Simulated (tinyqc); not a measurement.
Inside a calculation. Model: Bloch-Grueneisen resistivity of a metal. Computed by tinyqc, a small Python program that keeps every step. Command: `OMP_NUM_THREADS=1 python tinyqc.py 3019483 3019484 out.jsonl bg walk`. One thread of a shared host (Intel(R) Xeon(R) Processor @ 2.30GHz), about 0.01 s of CPU time with the checks. Intermediate numbers are printed to about 5 digits and carried at full precision; extremes and crossings named in words are read from the listed rows.

Electrons scatter from a Debye spectrum of phonons (n = 5 for scattering within one band, n = 3 for scattering into a second, heavy band) and from static defects.

Inputs (values chosen for the exercise, modelled on gold): exponent n = 5; Debye temperature Theta = 184 K; transport coupling lambda_tr = 0.17; Drude plasma energy hbar w_p = 8.9 eV; residual resistivity rho_0 = 0.073 microohm cm; temperature T = 120 K.

Addition: none.

Constants: k_B = 1.380649e-23 J/K; hbar = 1.054571817e-34 J s; eps_0 = 8.8541878128e-12 F/m; hbar = 6.582119569e-16 eV s; k_B = 8.617333262e-05 eV/K.

## Scale of the phonon resistivity

rho_ph = (n - 1) rho_1 (T/Theta)^n J_n(Theta/T), with rho_1 = 2 pi lambda_tr k_B Theta/(hbar eps_0 w_p^2), the high-temperature line at T = Theta.

rho_1 = 1.5895 microohm cm

## The integral and the phonon part

J_n(y) = int_0^y x^n e^x/(e^x - 1)^2 dx, by 96 Gauss-Legendre points (upper limit at most 60).

Theta/T = 1.5333

J_n = 1.2162

phonon resistivity rho_ph = 0.91232 microohm cm

This is 88 % of the straight line rho_1 T/Theta.

## Total resistivity and derived numbers

Matthiessen's rule: rho = rho_0 + rho_ph. Temperature coefficient (1/rho) d rho/dT by a central difference of +/- 0.5 K; residual ratio rho(295 K)/rho(4.2 K); scattering time tau = 1/(eps_0 w_p^2 rho); Wiedemann-Franz kappa = L_0 T/rho, L_0 = (pi^2/3)(k_B/e)^2.

resistivity rho = 0.98532 microohm cm

temperature coefficient = 9.6438 1e-3/K

residual resistance ratio = 35.163

scattering time = 62.694 fs

Wiedemann-Franz conductivity = 297.53 W/(m K)

The coefficient is 1.16 times 1/T; it exceeds 1/T because the phonon part, extended linearly, meets zero above T = 0.

## Limits of the phonon part

Low T: (n - 1) n! zeta(n) rho_1 (T/Theta)^n. High T: rho_1 (T/Theta) [1 - (n - 1)/(12 (n + 1)) (Theta/T)^2].

Resistivities (microohm cm):
```
T (K)      rho_ph   low-T law  straight line  line with correction  total rho
5.5    1.8879e-05  1.8879e-05         0.0475                     -     0.0730
9.2    2.4721e-04  2.4723e-04         0.0795                     -     0.0732
15.0   2.8012e-03  2.8485e-03         0.1296                     -     0.0758
22.0   1.6346e-02  1.9332e-02         0.1900                     -     0.0893
37.0   1.0387e-01  2.6012e-01         0.3196                     -     0.1769
64.0   3.6107e-01  4.0277e+00         0.5529                0.2990     0.4341
92.0   6.4161e-01  2.4723e+01         0.7947                0.6181     0.7146
150.0  1.1933e+00  2.8485e+02         1.2958                1.1875     1.2663
220.0  1.8285e+00  1.9332e+03         1.9005                1.8266     1.9015
370.0  3.1527e+00  2.6012e+04         3.1962                3.1523     3.2257
```

The low-T law holds to 10 % up to 15 K, the straight line from 150 K on. The local exponent of rho_ph falls from 5.00 to 1.05. Phonons overtake the residual resistivity between 22.0 and 37.0 K.

Checks made by the program: J_n at large argument against n! zeta(n) (relative difference below 1e-10).
